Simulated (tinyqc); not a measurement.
# Programming of a floating-gate cell by Fowler-Nordheim tunnelling, step by step

Computed by the program tinyqc: `OMP_NUM_THREADS=1 python tinyqc.py 2130029 2130030 out.jsonl`, one thread of a shared Intel Xeon 2.30GHz, about 0.01 s for the whole run. Printed values are rounded.

Per tunnel area the floating gate has Ctun = 3.9 eps0/tox to the channel (0 V) and Ccg to the control gate, Ct = Ctun/(1 - ag), no other coupling. With the threshold shift U = -Q/Ccg the field is F = ag (Vg - U)/tox, and dU/dt = J/Ccg. Fowler-Nordheim: J = A F^2 exp(-B/F), A = q^2/(16 pi^2 hbar mo phi) (times 1e14 for A/cm^2 with F in V/nm, emitter mass m0), B = (4/3) sqrt(mo/C) phi^1.5, C = hbar^2/(2 m0).

Inputs (values chosen for the exercise); oxide values close to those of silicon dioxide: tunnel barrier phi = 3.01 eV; tunnelling mass mo = 0.5 m0; tunnel oxide thickness tox = 7.7 nm; coupling ratio Ccg/Ct ag = 0.72; tunnel area ar = 4900 nm^2; threshold shift at the start Vt0 = -1.7 V; control-gate voltage Vg = 11.4 V; time step dt = 1.9 us; steps n = 11.

Constants: q = 1.602176634e-19 C, hbar = 1.054571817e-34 J s, m0 = 9.1093837015e-31 kg, eps0 = 8.8541878128e-14 F/cm where lengths are in cm, hbar^2/(2 m0) = 0.0380998212 eV nm^2. Results are converted to the units shown.

Range of the model: Programming fields of 10 MV/cm and more wear the oxide; trapping and the channel potential are ignored.

## Constants of the cell

A, B, Ccg = ag Ct, the starting field and current, K = A B ag/(Ccg tox), and the knee time t0 = exp(B/F(0))/K.

A = 1.02421e8 A cm^-2 (V/nm)^-2
B = 25.2239 V/nm
Ccg = 1.15318 uF/cm^2
F(0) = 1.22494 V/nm
J(0) = 0.175232 A/cm^2
K = 2.09481e14 1/s
t0 = 4.18654 us
electrons for 1 V of shift = 352.682

## Explicit time steps against the exact solution

U(new) = U + dt J(F(U))/Ccg. Exact: exp(B/F(t)) = exp(B/F(0)) + K t, K = A B ag/(Ccg tox), and U = Vg - tox F/ag.

```
step  t (us)  F (V/nm)  J (A/cm^2)  U by steps (V)  U exact (V)
0          0   1.22494    0.175232        -1.70000     -1.70000
1        1.9   1.19794    0.105370        -1.41128     -1.46619
2        3.8   1.18170   0.0767791        -1.23767     -1.30161
3        5.7   1.16988   0.0606419        -1.11117     -1.17524
4        7.6   1.16053   0.0501679        -1.01126     -1.07303
5        9.5   1.15280   0.0427894        -0.92860     -0.98742
6       11.4   1.14621   0.0372994        -0.85810     -0.91392
7       13.3   1.14047   0.0330507        -0.79664     -0.84960
8       15.2   1.13537   0.0296631        -0.74219     -0.79249
9       17.1   1.13080   0.0268980        -0.69332     -0.74118
10        19   1.12666   0.0245980        -0.64900     -0.69464
11      20.9   1.12287   0.0226547        -0.60847     -0.65208
```

The steps run ahead by 54.9 mV after the first and 43.6 mV after the last, as each uses the larger current of its start; the step is 0.45 of the knee time t0. The overshoot lowers the field, so later steps gain less than the exact curve and the error ends smaller than after the first step.
